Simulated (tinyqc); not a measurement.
Hole mobility in a silicon inversion layer, empirical terms and Matthiessen rule: one step of the calculation.

Inversion layer of sheet density Ns on a uniformly doped body. The mobility terms are empirical power laws with prefactors chosen for the exercise; adding their inverses (Matthiessen) is itself an approximation.

Problem. Inversion density for the measured current. I = (W/L) q Ns mu Vd. E = q (Ndep + eta Ns)/(eps0 eps_r) in MV/cm. With t = T/(300 K): muC = Ac (Ns/1e12 cm^-2) t/(Nb/1e17 cm^-3 + Nit/1e11 cm^-2), muP = Ap E^(-1/3) t^(-1.75), muS = As E^(-gs); 1/mu is the sum of the inverses. Ns(new) = I/((W/L) q mu Vd).

Inputs (values chosen for the exercise); material values close to those of silicon: temperature T = 250 K; relative permittivity of the semiconductor eps_r = 11.5; body doping Nb = 2.9e17 cm^-3; weight of the inversion charge in the effective field eta = 0.3333; phonon-limited mobility at 1 MV/cm and 300 K Ap = 129 cm^2/(V s); roughness-limited mobility at 1 MV/cm As = 493 cm^2/(V s); exponent of the roughness term gs = 1; Coulomb prefactor Ac = 1800 cm^2/(V s); charge at the interface Nit = 2.9e10 cm^-2; ratio W/L WL = 5; drain voltage Vd = 0.02 V; measured linear current I = 2.19 uA.

Constants: q = 1.602176634e-19 C, eps0 = 8.8541878128e-14 F/cm where lengths are in cm. Results are converted to the units shown.

Ns after iteration 1 = 1.0851768e12 cm^-2
Ndep = 2.1429255e12 cm^-2

Wanted: E; mu; Ns after iteration 2.

Solution.

E = 0.39410 MV/cm
mu = 145.14 cm^2/(V s)
Ns after iteration 2 = 9.4179e11 cm^-2

Program tinyqc, `OMP_NUM_THREADS=1 python tinyqc.py 2510173 2510174 out.jsonl`; Intel Xeon 2.30GHz, shared host, one thread, about 0.01 s.
